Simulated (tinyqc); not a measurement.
Inside a calculation: propagation of a band-gap error through k.p and effective-mass formulas. Values are carried at full precision from step to step, so a last printed digit may differ when a step is redone from the rounded ones.

Chain, for a gap E (the reference Eg or another value), with Ep and Dso kept: 1/me = 1 + Ep (E + 2 Dso/3)/(E (E + Dso)); g* = 2 - 2 Ep Dso/(3 E (E + Dso)); g1(E) = g1 + (Ep/3)(1/E - 1/Eg), g2(E) = g2 + (Ep/6)(1/E - 1/Eg), light hole 1/(g1 + 2 g2), heavy hole 1/(g1 - 2 g2) along [100]; optical constant ei(E) = 1 + (ei - 1)(EP/(EP + E - Eg))^2, static e0(E) = ei(E) + e0 - ei.

Constants: Ry = 13.60569312 eV; a0 (Bohr radius) = 0.5291772105 angstrom; kB = 8.617333262e-05 eV/K; hbar^2/2m0 = 3.80998211 eV angstrom^2.

Parameters, chosen for this exercise (reference values near those of GaAs, gap at low temperature; the results hold for these values, not for the real material):
```
symbol  value  unit        meaning
Eg      1.507  eV          gap at Gamma to the s-like level
Dso     0.336  eV          spin-orbit splitting
Ep      25.5   eV          Kane energy
g1      6.98               Luttinger gamma1
g2      2.07               gamma2
e0      12.92              static dielectric constant
ei      10.78              optical dielectric constant
EP      5.39   eV          mean (Penn) gap
Eg2     0.558  eV          a wrong gap, of the size a semi-local functional can give
mh      0.45   m0          density-of-states mass of the holes
T       400    K           temperature
k       0.031  1/angstrom  wave vector
```

## Masses, g factor and screening for both gaps

Evaluate the chain at Eg and at Eg2.

Band values at the two gaps:
```
quantity       at Eg   at Eg2  ratio
me           0.05920  0.02441  0.412
g*          -0.05660   -9.450      -
g1             6.980    16.57  2.374
g2             2.070    6.866  3.317
light hole   0.08993  0.03300  0.367
heavy hole    0.3521   0.3521  1.000
ei             10.78    15.41  1.429
e0             12.92    17.55  1.358
```

The gap is off by a factor of 0.37; the electron mass follows with 0.41 and the light hole with 0.37, while the heavy hole, which does not couple to the conduction level, keeps its value. The optical constant changes less, by +43 %, as it answers to the mean gap, which shifts by the same -0.95 eV on a base of 5.39 eV. g* moves by -9.39; near zero it is a difference of larger terms, and remote bands, left out here, shift it by tenths.

## Binding energies and densities for both gaps

Donor: R = Ry me/e0^2, a_B = a0 e0/me, Mott density (0.26/a_B)^3. Nc, Nv = 2 (m kT/(4 pi c))^(3/2), c = hbar^2/2m0, ni = sqrt(Nc Nv) exp(-E/2kT). Exciton: Ry mu/e0^2 with 1/mu = 1/me + g1(E). 1 angstrom^-3 = 1e24 cm^-3.

Use the values of the table.

Results:
```
quantity                  at Eg     at Eg2     ratio
R (meV)                   4.825      1.079     0.224
a_B (angstrom)            115.5      380.4      3.29
Mott density (cm^-3)  1.141e+16  3.192e+14    0.0280
Nc (cm^-3)            5.565e+17  1.473e+17     0.265
ni (cm^-3)            8.174e+08  4.002e+14  4.90e+05
exciton (meV)             3.414     0.7679     0.225
```

Power laws carry the error on: the donor energy (me/e0^2) by a factor of 0.224, the Mott density (cube of me/e0) by 0.0280. ni, with its exponential, changes by a factor of 4.90e+05, that is 5.7 decades.

## A scissor shift and what it does not mend

A rigid shift D = Eg - Eg2 of the conduction band restores the gap but leaves the curvature, so the mass stays me(Eg2); redoing the sum 1/m = 1 + Ep (E + 2 Dso/3)/(E (E + Dso)) with E = Eg and the same Ep gives another mass. For optics, eps2 at the edge goes as |p|^2/E^2: a rigid shift keeps the dipole elements p/E, while shifting the energies under unchanged p scales eps2 by (Eg2/Eg)^2.

shift D = 0.949 eV
mass under a rigid shift = 0.0244 m0
mass from the sum with the corrected gap = 0.0592 m0
factor on eps2 if p is left unscaled = 0.137

The rigid shift leaves the mass off by a factor of 0.41. The mass from the corrected gap is the reference me(Eg) here, because the exercise keeps Ep fixed; a real correction of the gap depends on k and changes Ep as well.

## Far from the edge the relative error shrinks

Two-level dispersion E(k) = sqrt(E^2/4 + Ep c k^2) - E/2 at k/4, k, 4k for both gaps, c = hbar^2/2m0.

Energies above the edge:
```
k (1/angstrom)  at Eg (eV)  at Eg2 (eV)  ratio
0.00775             0.0039       0.0103  2.659
0.03100             0.0596       0.1348  2.261
0.12400             0.6823       0.9747  1.428
```

The ratio tends to Eg/Eg2 = 2.70 at k = 0 and goes from 2.659 to 1.428: at large k both curves approach the same slope sqrt(Ep c), while their distance in eV grows towards |Eg - Eg2|/2.

## Checks

- Chain at E = Eg against the inputs g1, g2, ei, e0: they agree to 1e-10 or better.

Program tinyqc; command `OMP_NUM_THREADS=1 python tinyqc.py 1880166 1880167 out.jsonl`; about 0.01 s on one thread of a shared Intel(R) Xeon(R) Processor @ 2.30GHz.
